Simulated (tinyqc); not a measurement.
Inside a calculation. Model: electron-beam lithography: double-Gaussian proximity function, edge placement and dose correction for parallel lines. Computed by tinyqc, a small Python program that keeps every step. Command: `OMP_NUM_THREADS=1 python tinyqc.py 3112036 3112037 out.jsonl proximity walk`. One thread of a shared host (Intel(R) Xeon(R) Processor @ 2.30GHz), about 0.01 s of CPU time with the checks. Intermediate numbers are printed to about 7 digits and carried at full precision; extremes and crossings named in words are read from the listed rows.

Lines are infinitely long. Absorbed energy is counted so that the middle of a very large area written at dose 1 receives 1; the resist develops where it exceeds 1/2.

Inputs (values chosen for the exercise, of the order of those for 10 keV electrons in resist on silicon):
```
quantity                              value               unit
forward range alpha                   0.016         micrometre
backscatter range beta                  1.2         micrometre
backscatter ratio eta                   1.1                  -
base dose D0                             48  microcoulomb/cm^2
beam current                           0.21                 nA
pixel size                                2                 nm
width of the test line                  0.2         micrometre
pattern density around the test line   0.58                  -
```

line widths (micrometre): 0.34  0.03  0.12  1.3

gaps between the lines (micrometre): 0.061  0.57  0.29

Constants: e = 1.602176634e-19 C.

## Layout

The first line starts at x = 0; each next one starts after the width and the gap.

Lines (micrometre):
```
line  left edge  right edge  centre
1         0.000       0.340   0.170
2         0.401       0.431   0.416
3         1.001       1.121   1.061
4         1.411       2.711   2.061
```

## Interaction matrix

f(r) = [exp(-r^2/alpha^2)/alpha^2 + eta exp(-r^2/beta^2)/beta^2]/(pi (1 + eta)). A line from a to b at dose d gives E(x) = d [S(alpha) + eta S(beta)]/(1 + eta), S(s) = [erf((b - x)/s) - erf((a - x)/s)]/2. M_ij is the mean of E at the two edges of line i from line j at dose 1.

M:
```
           1          2          3          4
1  0.3196405  0.0069548  0.0170614  0.0388428
2  0.0797864  0.2435748  0.0221282  0.0613320
3  0.0482885  0.0055284  0.2675498  0.1645620
4  0.0149743  0.0019528  0.0157980  0.4671293
```

## Dose correction

Uncorrected edge energies are M 1. Solve M d = 1/2 for the doses d that put the mean edge energy of every line at the threshold.

edge energies at dose 1: 1 0.3824994, 2 0.4068213, 3 0.4859287, 4 0.4998544

corrected doses: 1 1.363849, 2 1.267422, 3 0.988836, 4 0.987908

largest over smallest dose = 1.380543

Line 1 needs the most and line 4 the least; a narrow isolated line much wider than alpha would need 1 + eta = 2.10.

## Printed widths

Edges are the roots of E(x) = 1/2 between a line centre and the middle of the next gap. Three cases: dose 1 everywhere; one common dose equal to the mean of d; the corrected doses.

Width error, printed less drawn (nm):
```
line  drawn width (nm)     dose 1  mean dose  corrected
1                  340  -15.11003  -6.230189   0.007158
2                   30  -12.49163  -3.374440   0.000652
3                  120   -1.67216   6.274047   0.004341
4                 1300   -0.00956   8.032230   0.012104
```

With the common mean dose the errors span 14.3 nm. With corrected doses the largest error is 0.01 nm.

## Dose to size and latitude

A test line of width w << beta in surroundings of density rho, all at dose d: near its edge E(x) = d [S + eta rho]/(1 + eta), S = [erf((b - x)/alpha) - erf((a - x)/alpha)]/2 for edges a and b, the second term being the background energy. Dose to size d_s = (1 + eta)/(erf(w/alpha) + 2 eta rho), dose = d_s D0; edge slope d [1 - exp(-w^2/alpha^2)]/(sqrt(pi) alpha (1 + eta)); width change per 1 % of dose = 2 x 0.01 x (1/2)/slope.

dose to size d_s = 0.9226714

dose = 44.28822 microcoulomb/cm^2

edge slope = 0.01549290 1/nm

width change per 1 % of dose = 0.6454568 nm

background energy = 0.2803163

The background supplies 56 % of the threshold.

## Shot noise and writing time

With dose = d_s D0: electrons per pixel N = dose x pixel area/e; relative noise 1/sqrt(N); time per cm^2 of pattern area = dose x density/current; pixel rate = current/(dose x pixel area).

electrons per pixel = 11.05701

shot noise = 30.07330 %

writing time per cm^2 = 33.97774 h

pixel rate = 118.5417 MHz

Checks made by the program: corrected edge energies (relative difference below 1e-10).
